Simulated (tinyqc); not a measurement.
Inputs raised by 5 %, one at a time: chemical-mechanical planarisation: Preston law, pattern density and step-height reduction. Computed by tinyqc, a small Python program. Command: `OMP_NUM_THREADS=1 python tinyqc.py 3009809 3009810 out.jsonl cmp sens`. One thread of a shared host (Intel(R) Xeon(R) Processor @ 2.30GHz), about 0.01 s of CPU time with the checks.

A row of 10 cells, repeated periodically, holds raised features that cover a share rho of each cell.

Inputs (values chosen for the exercise, close to those used for oxide polishing):
```
quantity                          value  unit
Preston coefficient K           1.7e-13  1/Pa
pressure P                           26   kPa
platen and carrier speed             80   rpm
distance between the centres         14    cm
initial step height h0              450    nm
contact height h_c                  140    nm
film above the raised areas z0      720    nm
cell size                           1.9    mm
planarisation length                  2    mm
polish time t                        40     s
```

local pattern densities, cell by cell: 0.1  0.9  0.3  0.7  0.3  0.9  0.7  0.1  0.3  0.9

Method:
- With equal rotation speeds the relative speed is uniform, v = omega r_c; Preston rate R0 = K P v.
- The stiff pad averages the density: rho_eff(i) = sum_j w_ij rho_j / sum_j w_ij, w = exp(-2 d^2/L^2), L the planarisation length and d the distance between cell centres, summed over all periodic images of cell j.
- While h > h_c only raised areas polish, at R0/rho_eff, until t_c = rho_eff (h0 - h_c)/R0. After that h = h_c exp(-(t - t_c)/tau), tau = rho_eff h_c/R0; low areas polish at R0 (1 - h/h_c) and raised areas at R0 [1 + (1 - rho_eff) h/(rho_eff h_c)]. Removed from raised areas after t_c: h0 - h_c + R0 (t - t_c) + (1 - rho_eff)(h_c - h); from low areas: R0 (t - t_c) - rho_eff (h_c - h). Film left = z0 less the removal from raised areas.

Runs; columns: (1) input moved; (2) from; (3) to; (4) range of film left across the row (nm); (5) largest remaining step (nm); (6) thinnest film left (nm); (7) blanket rate R0 (nm/s):
```
(1)                                 (2)        (3)     (4)     (5)     (6)     (7)
base run                              -          -  307.82  190.98  153.16  5.1840
Preston coefficient K (1/Pa)    1.7e-13  1.785e-13  305.43  178.02  142.60  5.4432
pressure P (kPa)                     26       27.3  305.43  178.02  142.60  5.4432
contact height h_c (nm)             140        147  307.64  190.98  153.33  5.1840
planarisation length (mm)             2        2.1  296.90  186.57  159.67  5.1840
polish time t (s)                    40         42  305.43  178.02  142.60  5.1840
cell size (mm)                      1.9      1.995  318.40  195.22  146.83  5.1840
platen and carrier speed (rpm)       80         84  305.43  178.02  142.60  5.4432
```

Exponents ln(y'/y) / ln(x'/x):
```
input                     range of film left across the row  largest remaining step  thinnest film left  blanket rate R0
Preston coefficient K                                -0.160                  -1.439              -1.464                1
pressure P                                           -0.160                  -1.439              -1.464                1
contact height h_c                                   -0.012                   0.000               0.023                0
planarisation length                                 -0.740                  -0.478               0.853                0
polish time t                                        -0.160                  -1.439              -1.464                0
cell size                                             0.693                   0.451              -0.865                0
platen and carrier speed                             -0.160                  -1.439              -1.464                1
```

To which inputs is each result most sensitive?

Among the inputs moved here: range of film left across the row answers most in size to planarisation length (exponent -0.740), next to cell size (+0.693). Largest remaining step answers most in size to Preston coefficient K (exponent -1.439), and about equally to pressure P (-1.439), platen and carrier speed (-1.439), polish time t (-1.439); its exponent is below 0.0005 for contact height h_c. Thinnest film left answers most in size to Preston coefficient K (exponent -1.464), and about equally to pressure P (-1.464), platen and carrier speed (-1.464), polish time t (-1.464). Blanket rate R0 answers most in size to Preston coefficient K (exponent +1.000), and about equally to pressure P (+1.000), platen and carrier speed (+1.000); its exponent is below 0.0005 for contact height h_c, planarisation length, polish time t, cell size. Its exponent +1.000 in pressure P: Preston's law. Its exponent +1.000 in platen and carrier speed: Preston's law.

Extremes, crossings and ranges named in words are read from the listed rows.
